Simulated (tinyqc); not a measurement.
Subthreshold parameters from three currents.

Question. Far below threshold and for Vds well above Vt the virtual-source current tends to I = Cinv n Vt vx0 exp((Vgs - VT0 + dl Vds + al Vt)/(n Vt)) per width, with constant n; the three currents follow this limit. Find n, dl and VT0.

Inputs (values chosen for the exercise):
- T = 273 K (temperature)
- Cinv = 2.91 uF/cm^2 (inversion capacitance)
- vx0 = 5.37e6 cm/s (velocity at the virtual source)
- al = 3.5 (threshold shift (in units of Vt) from weak to strong inversion)

Constants: q = 1.602176634e-19 C, kB = 1.380649e-23 J/K, Vt = kB T/q. Results are converted to the units shown.

I at (Vgs, Vds) = (-0.2, 0.3), (-0.14, 0.3) and (-0.2, 0.8) V (nA/um): 0.079145081  0.58045754  0.30376157

Solution. The first two currents differ in Vgs alone and give n; the first and third differ in Vds alone and give dl; the size of the first then gives VT0.

n = 1.280
dl = 0.08100 V/V
VT0 = 0.3070 V

Numbers from tinyqc (`OMP_NUM_THREADS=1 python tinyqc.py 2380096 2380097 out.jsonl`; about 0.01 s on one thread of a shared Intel Xeon 2.30GHz).
